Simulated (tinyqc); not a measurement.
# FinFET, parasitic resistance, capacitance and delay: what each parasitic element costs

Nf fins under one contact; each has gated perimeter p = 2 Hf + Wf and cross-section A = Hf Wf; contact width Wc = Nf pf, stack height Hs = Hf. Contact length Lc = CPP - Lg - 2 Lsp, shared by two neighbouring gates. Source and drain sides are equal. The formulas are first-order estimates, not field solutions.

Epitaxy sheet resistance Rsh = re/te, transfer length LT = sqrt(rc/Rsh), contact Rc = [sqrt(rc Rsh)/Wc] coth(Lc/(2 LT)); extension of one fin Rx = rx Lsp/A. With N fins: gate Cg = Cinv p N Lg; per side, plate Cp = ks eps0 [Wc (Hs + Hc) - N A]/Lsp, top fringe Cf = (2/pi) ks eps0 Wc ln(1 + Lg/(2 Lsp)), overlap Co = Cinv p N Lov. One fin: I = p Q vx u/(1 + |u|^1.8)^(1/1.8), Q = Cinv n Vt ln(1 + exp((Vg' - VT + dl Vd')/(n Vt))), u = Vd' mu/(vx Lg), Vg' = Vgs - v, Vd' = Vds - 2 v, with the drop on each side v = Rc (sum of I) + Rx I. Ieff = [I(Vgs = Vdd, Vds = Vdd/2) + I(Vdd/2, Vdd)]/2, total currents. With Cs = Cp + Cf + Co, the load of an inverter of two such devices driving an equal one is CL = 2 (Cg + 2 Cs) + 4 Cs + Cw (own drains counted twice for the Miller effect); delay CL Vdd/(2 Ieff). Each row removes one element and keeps the rest.

Inputs (values chosen for the exercise); values close to those of silicon logic devices:
```
symbol,value,unit,meaning
T,300,K,temperature
Nf,3,,number of fins
Hf,55,nm,fin height
Wf,5,nm,fin width
pf,27,nm,fin pitch
CPP,54,nm,contacted gate pitch
Lg,20,nm,gate length
Lsp,8,nm,spacer length
ks,7,,relative permittivity of the spacer
Hc,25,nm,gate height above the channel stack
rc,1.1e-9,ohm cm^2,contact resistivity
re,0.00047,ohm cm,resistivity of the source-drain epitaxy
te,25,nm,current-carrying depth of the epitaxy
rx,0.00062,ohm cm,resistivity of the extension
Lov,0.5,nm,gate overlap
Cinv,2.6,uF/cm^2,inversion capacitance
vx,1.2e7,cm/s,injection velocity
mu,260,cm^2/(V s),apparent mobility
VT,0.27,V,threshold at zero drain voltage
dl,0.053,V/V,barrier lowering
n,1.1,,subthreshold factor
Cw,0.3,fF,wire load
Vdd,0.65,V,supply voltage
```

Constants: q = 1.602176634e-19 C, kB = 1.380649e-23 J/K, eps0 = 8.8541878128e-12 F/m, Vt = kB T/q. Results are converted to the units shown.

One element removed at a time:

|  | Ieff (uA) | CL (aF) | delay (ps) |
|---|---|---|---|
| as given | 191.3 | 1066 | 1.811 |
| no contact resistance | 231.7 | 1066 | 1.495 |
| no extension resistance | 205.5 | 1066 | 1.686 |
| air spacer (ks = 1) | 191.3 | 747.7 | 1.270 |
| no overlap | 191.3 | 1030 | 1.750 |
| no wire | 191.3 | 765.9 | 1.301 |

What does the comparison show?

Gains in delay, largest first: air spacer (ks = 1) 30 %, no wire 28 %, no contact resistance 17 %, no extension resistance 6.9 %, no overlap 3.4 %.

tinyqc, about 0.02 s, one thread, Intel Xeon 2.30GHz (shared host): `OMP_NUM_THREADS=1 python tinyqc.py 2170098 2170099 out.jsonl`
